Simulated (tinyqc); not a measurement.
The liquidus: liquidus of a compound AB in a simple-solution melt, liquid-phase epitaxy and vapour pressures. Computed by tinyqc, a small Python program. Command: `OMP_NUM_THREADS=1 python tinyqc.py 3022826 3022827 out.jsonl liq35 walk`. One thread of a shared host (Intel(R) Xeon(R) Processor @ 2.30GHz), about 0.06 s of CPU time with the checks.

x is the atom fraction of B in the melt. The melt is a simple solution: R T ln gamma_B = W (1 - x)^2, R T ln gamma_A = W x^2, W = a + b T. The solid AB is stoichiometric.

Inputs (values chosen for the exercise, modelled on InAs for the melt):

| quantity | value | unit |
|---|---|---|
| melting point T_F | 1215 | K |
| entropy of fusion S_F | 61.5 | J/(mol K) |
| interaction a | 16.9 | kJ/mol |
| interaction slope b | -40.2 | J/(mol K) |

Constants: R = 8.314462618 J/(mol K).

Method. Liquidus (Vieland): f(x) = R T ln[4 x (1 - x)] + 2 W (1/2 - x)^2 + S_F (T_F - T) = 0.

Solubility; ideal: W = 0; dilute: (1/4) exp[-(S_F (T_F - T) + W/2)/(R T)]:

| T (K) | x | ideal | dilute | W (kJ/mol) |
|---|---|---|---|---|
| 608 | 3.2698e-04 | 1.5521e-04 | 3.2720e-04 | -7.5416 |
| 705 | 3.1190e-03 | 1.1875e-03 | 3.1473e-03 | -11.4410 |
| 802 | 1.6520e-02 | 5.5734e-03 | 1.7508e-02 | -15.3404 |
| 899 | 5.4548e-02 | 1.8927e-02 | 6.7255e-02 | -19.2398 |
| 996 | 1.2375e-01 | 5.1848e-02 | 1.9877e-01 | -23.1392 |
| 1094 | 2.2382e-01 | 1.2626e-01 | 4.8875e-01 | -27.0788 |
| 1166 | 3.2747e-01 | 2.4156e-01 | 8.5961e-01 | -29.9732 |
| 1203 | 4.1556e-01 | 3.6665e-01 | 1.1192e+00 | -31.4606 |

What follows from these numbers?

x over the ideal value is 2.11 in the first row and 1.13 in the last, and lies between 1.13 and 2.96: W > 0 lowers the solubility and W < 0 raises it, by about exp(-W/(2 R T)) when dilute. The dilute form is within 5 % in 2 of the eight rows. Near T_F the liquidus closes as a parabola about x = 1/2.

Extremes, crossings and ranges named in words are read from the listed rows.
